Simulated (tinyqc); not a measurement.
Dielectric constant under pressure: Penn model of the dielectric constant and Phillips ionicity.

n = 32/a^3; Ep^2 = 8 pi c e2 n with c = hbar^2/2m0, e2 = e^2/(4 pi eps0); EF = c (3 pi^2 n)^(2/3); eps = 1 + (Ep/Eg)^2 S with S = 1 - Eg/(4 EF) + (Eg/(4 EF))^2/3, Eg the Penn gap. Core d shells are left out.

Phillips: bond length d = sqrt(3) a/4; homopolar gap Eh = 39.74 d^(-2.48) eV (d in angstrom); Eg^2 = Eh^2 + C^2; ionicity fi = C^2/Eg^2.

Constants: hbar^2/2m0 = 3.80998211 eV angstrom^2; e^2/(4 pi eps0) = 14.39964547 eV angstrom.

Values chosen for the exercise (out of a larger set: near those of Si; not measured data): a = 5.457 angstrom (cubic lattice constant, 32 valence electrons a cell); C0 = 0 eV (ionic gap, held fixed).

The lattice constant is scaled by the factor listed; C = C0.

Results:
```
factor  Eh (eV)  Eg (eV)  Ep (eV)     eps     fi
0.94      5.492    5.492   18.080  10.809  0.000
0.96      5.212    5.212   17.518  11.233  0.000
0.98      4.952    4.952   16.985  11.665  0.000
0.99      4.829    4.829   16.728  11.885  0.000
1.00      4.710    4.710   16.478  12.107  0.000
1.01      4.596    4.596   16.234  12.331  0.000
1.02      4.485    4.485   15.996  12.557  0.000
1.04      4.274    4.274   15.536  13.016  0.000
```

What can be read from this table?

d ln eps/d ln a = +1.84 around factor 1: eps falls under compression. Ep^2 goes as a^-3 and Eh^2 as a^-4.96; with C fixed Eg^2 goes as a^-4.96 at fi = 0.000, and leaving S aside the two powers balance at fi = 0.395. The slope is a difference of two powers and the model omits d shells and any change of C, so it is no prediction for a real crystal; eps from C0 (row 1.00) need not match a measured ei.

(tinyqc, `OMP_NUM_THREADS=1 python tinyqc.py 1681542 1681543 out.jsonl`, Intel(R) Xeon(R) Processor @ 2.30GHz, 1 thread, shared host, about 0.01 s.)
